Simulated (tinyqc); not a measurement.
Worked calculation: non-radiative capture by multiphonon emission, one effective mode. Computed by tinyqc, a small Python program that keeps every step. Command: `OMP_NUM_THREADS=1 python tinyqc.py 3001394 3001395 out.jsonl capture walk`. One thread of a shared host (Intel(R) Xeon(R) Processor @ 2.30GHz), about 0.02 s of CPU time with the checks. Intermediate numbers are printed to about 7 digits and carried at full precision; extremes and crossings named in words are read from the listed rows.

The initial state (free carrier plus empty centre) lies dE above the final state; both have the same frequency and are displaced by dQ.

Inputs (values chosen for the exercise, with mass, screening and phonons like those of ZnO):
```
quantity                    value                   unit
energy released dE           1.01                     eV
phonon energy hbar omega       42                    meV
Huang-Rhys factor S          7.37                      -
electron-phonon coupling W  0.034  eV/(u^(1/2) angstrom)
cell volume V                2180             angstrom^3
degeneracy g                    2                      -
broadening b                   36                    meV
carrier mass m              0.262                    m_0
dielectric constant eps      8.42                      -
temperature T                  77                      K
defect density N_t          8e+14                  cm^-3
```

Centre: attractive.

Constants: hbar^2/u = 4.18015928e-03 eV angstrom^2; k_B = 8.617333262e-05 eV/K; hbar = 6.582119569e-16 eV s; Ry = 13.605693123 eV; k_B = 1.380649e-23 J/K; m_0 = 9.1093837015e-31 kg.

## Geometry of the two curves

dQ = sqrt(2 S (hbar^2/u)/hbar omega); relaxation energy lambda = S hbar omega; phonons needed P = dE/hbar omega; classical barrier E_b = (dE - lambda)^2/(4 lambda); occupation n = 1/(exp(hbar omega/k_B T) - 1).

dQ = 1.211213 u^(1/2) angstrom

lambda = 0.30954 eV

P = 24.04762

classical barrier E_b = 0.3962688 eV

occupation n = 0.001785685

dE exceeds lambda: the inverted case usual for deep centres, in which the curves cross on the far side of the initial minimum.

## Phonon weights near resonance

Huang-Rhys weight for a net emission of p phonons: L_p = exp(-S (2n + 1)) ((n + 1)/n)^(p/2) I_p(2 S sqrt(n (n + 1))), I_p the modified Bessel function. M_p = sum_m w_m <m_i|Q|(m + p)_f>^2 with Q counted from the final minimum and Boltzmann weights w_m for m = 0..24; <m_i|Q|k_f> = sqrt((hbar^2/u)/(2 hbar omega)) [sqrt(k) <m|k-1> + sqrt(k+1) <m|k+1>], with overlaps of oscillators displaced by d = sqrt(2 S) summed on 1500 points from -16 to 16 + d. The delta function is a Gaussian of standard deviation b at dE - p hbar omega.

Weights:
```
p            L_p  M_p (u angstrom^2)  Gaussian (1/eV)
21  2.062914e-05        1.121104e-04     1.992680e-02
22  6.921774e-06        4.031543e-05     6.388426e-01
23  2.221547e-06        1.383538e-05     5.250820e+00
24  6.833075e-07        4.540370e-06     1.106464e+01
25  2.017686e-07        1.427529e-06     5.977568e+00
26  5.728784e-08        4.307457e-07     8.279206e-01
27  1.566337e-08        1.249368e-07     2.939881e-02
```

## Capture coefficient before scaling

C_0 = V (2 pi/hbar) g W^2 sum_p M_p Gaussian_p. The sum runs over the seven p from round(P) - 3 to round(P) + 3; 1 angstrom^3 = 1e-24 cm^3.

sum_p M_p Gaussian_p = 1.597673e-04 u angstrom^2/eV

C_0 = 7.686814e-12 cm^3/s

Caution: the largest term is not the one nearest energy conservation, so C_0 depends strongly on the broadening b.

## Scaled coefficient, cross-section and lifetime

Sommerfeld factor of an attractive centre: s(k) = 2 pi nu/(1 - exp(-2 pi nu)), nu = sqrt(Ry*/E), Ry* = Ry m/eps^2, averaged over (2/sqrt(pi)) sqrt(x) exp(-x) dx with x = E/k_B T = t^2 (trapezoid, t to 6 in steps of 0.01). C = s C_0; v = sqrt(3 k_B T/m); sigma = C/v; tau = 1/(C N_t).

Sommerfeld factor s = 19.51645

capture coefficient C = 1.500193e-10 cm^3/s

thermal velocity v = 1.155986e+07 cm/s

cross-section sigma = 1.297761e-17 cm^2

capture time = 8.332259e-06 s

## Quantum against classical capture

C_0 = V (2 pi/hbar) g W^2 sum_p M_p Gaussian_p. Here the sum runs over all p. Classical (Marcus) form: replace the sum by Q_c^2 exp(-E_b/k_B T)/sqrt(4 pi lambda k_B T), Q_c = dQ (dE + lambda)/(2 lambda). The last column is -k_B d ln C_0/d(1/T) from this row and the one above.

Against temperature:
```
T (K)  C_0, quantum (cm^3/s)  C_0, classical (cm^3/s)  Sommerfeld factor  activation energy (eV)
39              7.543559e-12             1.737790e-57           27.42257                       -
73              7.646060e-12             8.997250e-34           20.04396            9.738691e-05
120             9.080105e-12             3.641266e-23           15.63443            2.760850e-03
190             1.738533e-11             3.916833e-17           12.42813            1.823124e-02
290             5.862951e-11             1.335446e-13           10.06702            5.771907e-02
440             3.019773e-10             2.414323e-11            8.18772            1.201549e-01
680             1.842091e-09             7.766489e-10            6.61407            1.942651e-01
1100            1.001848e-08             8.075197e-09            5.25058            2.599070e-01
```

At 39.0 K the quantum value is 4.3e45 times the classical one: C_0 comes from tunnelling out of the lowest level and hardly depends on T. At 1100 K the ratio is 1.2. The largest apparent activation energy is 0.260 eV against the classical barrier of 0.396 eV, so an Arrhenius fit understates the barrier, through tunnelling and the broadening b at low T and the T^(-1/2) prefactor at high T. The measured coefficient is C = s C_0, and s changes by a factor 0.19 over these rows, so C changes by 250 where C_0 changes by 1300.

Checks made by the program: Bessel formula against the sum over overlaps (relative difference below 1e-10).
